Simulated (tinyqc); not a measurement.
Stretching all distances: RHF, UHF, MP2, CISD and CCSD against full CI in the sto-6g basis, for HeH+, spin multiplicity 1. Computed by the program tinyqc with PySCF. 

Geometry (angstrom):
```
atom,x,y,z
He,0.0000,0.0000,0.0000
H,0.0000,0.0000,0.7650
```

All coordinates are multiplied by the scale. c0^2 is the weight of the RHF determinant in the lowest singlet FCI state (UHF is spin-contaminated and may lie near states of higher spin) and n(LUMO) the first natural occupation beyond the occupied space.

Full CI energy (hartree) and errors against it (kcal/mol):
```
scale,distance 1-2 (angstrom),E(FCI),RHF,UHF,MP2,CISD,CCSD,<S^2> UHF,c0^2,n(LUMO)
0.890,0.681,-2.85361,5.994,5.994,1.507,0.000,0.000,0.000,0.996,0.008
1.070,0.819,-2.88971,5.571,5.571,1.330,0.000,0.000,0.000,0.995,0.008
1.240,0.949,-2.89469,4.664,4.664,0.981,0.000,0.000,0.000,0.996,0.008
1.420,1.086,-2.88811,3.436,3.436,0.554,0.000,2.48e-05,0.000,0.996,0.006
1.590,1.216,-2.87868,2.301,2.301,0.221,0.000,0.000,0.000,0.997,4.08e-03
1.770,1.354,-2.86913,1.340,1.340,0.011,0.000,0.000,0.000,0.999,2.37e-03
1.940,1.484,-2.86184,0.724,0.724,-0.065,0.000,0.000,0.000,0.999,1.25e-03
2.120,1.622,-2.85621,0.341,0.341,-0.069,0.000,0.000,0.000,1.000,5.68e-04
```

UHF stays equal to RHF over this range. The weight c0^2 goes from 1.00 to 1.00 and n(LUMO) from 0.01 to 0.00: one determinant still serves, as it does when a bond breaks into closed-shell fragments or is not yet far stretched. The spread of the error along the curve, which distorts its shape, is CISD 0.0, CCSD 0.0, MP2 1.6, RHF 5.7, UHF 5.7 kcal/mol. Below FCI somewhere: MP2, as non-variational methods may be. With two electrons CISD and CCSD are exact.
